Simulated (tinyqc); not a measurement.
Channel length: inversion-layer mobility, back-scattering and ballistic limit of a field-effect transistor. Computed by tinyqc, a small Python program. Command: `OMP_NUM_THREADS=1 python tinyqc.py 3009302 3009303 out.jsonl mos walk`. One thread of a shared host (Intel(R) Xeon(R) Processor @ 2.30GHz), about 0.01 s of CPU time with the checks.

The charge at the top of the source barrier is fixed by the gate; series resistance and short-channel effects are left out. F_j are Fermi integrals normalised to exp(eta) in the classical limit.

Inputs (values chosen for the exercise, modelled on a 4H-SiC n-channel): transport mass m = 0.3 m_0; valley degeneracy g_v = 3; weight w of the inversion charge = 0.5; permittivity eps = 9.7; phonon mobility at 1 MV/cm and 300 K, mu_ph = 84 cm^2/(V s); roughness mobility at 1 MV/cm, mu_sr = 67 cm^2/(V s); Coulomb mobility at N_inv = 1e12/cm^2, mu_C = 26 cm^2/(V s); electrical oxide thickness t_inv = 3.1 nm; depletion charge N_dep = 3.6e+12 1/cm^2; gate overdrive V_G - V_T = 0.081 V; drain voltage V_D = 0.53 V; exponent a of the critical length = 0.59; temperature T = 400 K.

Statistics at the top of the barrier: non-degenerate.

Constants: eps_0 = 8.8541878128e-12 F/m; e = 1.602176634e-19 C; m_0 = 9.1093837015e-31 kg; k_B = 1.380649e-23 J/K; hbar = 1.054571817e-34 J s; k_B = 8.617333262e-05 eV/K.

Method:
- N_inv = 3.9 eps_0 (V_G - V_T)/(e t_inv); effective field E_eff = e (N_dep + w N_inv)/(eps eps_0).
- mu_phonon = mu_ph (E_eff/1 MV/cm)^(-0.3) (T/300 K)^(-1.75); mu_rough = mu_sr (E_eff/1 MV/cm)^(-2); mu_Coulomb = mu_C (N_inv/1e12 cm^-2) (T/300 K); Matthiessen's rule adds 1/mu.
- Non-degenerate: every F_j(eta) is replaced by exp(eta).
- Ballistic channel: N_2D = g_v m k_B T/(pi hbar^2), U = e V_D/(k_B T); eta_F solves N_inv = (N_2D/2)[F_0(eta_F) + F_0(eta_F - U)]; v_T = sqrt(2 k_B T/(pi m)); I/W = e (N_2D/2) v_T [F_1/2(eta_F) - F_1/2(eta_F - U)]; injection velocity v_T F_1/2(eta_F)/F_0(eta_F).
- Mean free path lambda = (2 k_B T/e)(mu/v_T) F_0(eta_0)/F_-1/2(eta_0), with eta_0 from N_inv = N_2D F_0(eta_0); critical length l = L (1 + U)^(-a), an empirical rule; back-scattering r = l/(l + lambda). Then eta solves N_inv = (N_2D/2)[(1 + r) F_0(eta) + (1 - r) F_0(eta - U)] and I/W = e (N_2D/2) v_T (1 - r)[F_1/2(eta) - F_1/2(eta - U)].
- The last column is the long-channel law e N_inv mu V/L with V = V_D - V_D^2/(2 V_ov) below pinch-off and V_ov/2 above, V_ov = V_G - V_T.

inversion density N_inv = 5.63153e+11 1/cm^2

effective mobility mu = 12.9996 cm^2/(V s)

ballistic current I/W = 102.339 microampere/micrometre

Currents (microampere/micrometre):
```
L (nm)        r     I/W  ballistic ratio  long-channel law
5       0.54872  29.821          0.29139            9.5006
10      0.70861  17.453          0.17054            4.7503
20      0.82946   9.540          0.09322            2.3751
40      0.90678   5.003          0.04889            1.1876
80      0.95111   2.564          0.02506            0.5938
160     0.97494   1.298          0.01269            0.2969
400     0.98982   0.523          0.00511            0.1188
1000    0.99590   0.210          0.00205            0.0475
```

What does the comparison show, and why?

The current scales as L^-1.00 at the long end and as L^-0.77 at the short end, where it reaches 29 % of the ballistic 102. At 1000 nm the model gives 4.42 times the long-channel law; the rule for l is a fit for short devices and fails wherever the model exceeds that law. Raising mu by 10 % at 20 nm raises I by 9.0 %.
